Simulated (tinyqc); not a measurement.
Convergence with the mesh: Koster-Slater impurity in an sp3s* host.

sp3s* tight binding, nearest neighbours only: anion (a) at 0, cation (c) at a/4 (1,1,1), orbitals s, px, py, pz, s* on each; k in units of 2 pi/a. With phases e_j = exp(i (pi/2) k.n_j) for n = (1,1,1), (1,-1,-1), (-1,1,-1), (-1,-1,1): g0 = (e1+e2+e3+e4)/4, g1 = (e1+e2-e3-e4)/4, g2 = (e1-e2+e3-e4)/4, g3 = (e1-e2-e3+e4)/4. The diagonal holds the levels Esa, Epa, Exa (s*) and Esc, Epc, Exc. Anion-cation block: <sa|sc> = Vss g0; <sa|xc> = Vsapc g1; <xa|sc> = -Vscpa g1; <xa|xc> = Vxx g0; <xa|yc> = <ya|xc> = Vxy g3, <xa|zc> = <za|xc> = Vxy g2, <ya|zc> = <za|yc> = Vxy g1; <s*a|xc> = Vxapc g1; <xa|s*c> = -Vpaxc g1; y and z take g2 and g3 in place of g1; s-s* and s*-s* vanish.

A defect on a cation site (c) shifts the s level there by Vs or the three p levels by Vp and leaves the rest. A level in the gap solves 1/Vs = G_s(E) (symmetry A1) or 1/Vp = G_p(E) (T2, threefold), with G(E) = (1/N^3) sum over k and bands of w/(E - e), where w is the weight of the state on the s orbital of that site, or the mean weight on its px, py, pz. Mesh: k = f1 (-1,1,1) + f2 (1,-1,1) + f3 (1,1,-1), f = (j + 1/2)/N, j = 0 to N - 1. Energies from the top of the valence band at Gamma; the s* orbital of the site is left as it is. An infinite shift removes the s or p orbitals, the model of the ideal vacancy: G(E) = 0.

Values chosen for the exercise (out of a larger set: near a published set for InP; not measured data): p = (-8.532, 0.872, -1.478, 4.031, 8.265, 7.091, -5.37, 1.883, 4.215, 2.233, 5.57, 3.455, 4.497) eV (order Esa, Epa, Esc, Epc, Exa, Exc, Vss, Vxx, Vxy, Vsapc, Vscpa, Vxapc, Vpaxc); V = -5.8 eV (shift of the p levels).

Eg (smallest gap of the host) = 1.42593 eV

The same level (G_p = 1/V) on meshes of growing size; a dash: no level from 0 to Eg.

Mesh:

| N | points | G_p(Eg/2) (1/eV) | level (eV) |
|---|---|---|---|
| 2 | 8 | -0.11166 | 1.1397 |
| 3 | 27 | -0.11209 | 1.1392 |
| 4 | 64 | -0.11212 | 1.1403 |
| 6 | 216 | -0.11212 | 1.1406 |
| 8 | 512 | -0.11212 | 1.1406 |

Against N = 8, G at mid-gap is off by +0.00046 at N = 2 and 0.00000 1/eV at N = 6; the level moves by 0.0 meV from N = 6 to 8. Errors in G are magnified in the level by 1/|dG/dE|, and a level near a band edge needs the finest mesh, since the sum there is ruled by few points.

tinyqc: `OMP_NUM_THREADS=1 python tinyqc.py 1450801 1450802 out.jsonl`; about 0.04 s, one thread, shared Intel(R) Xeon(R) Processor @ 2.30GHz.
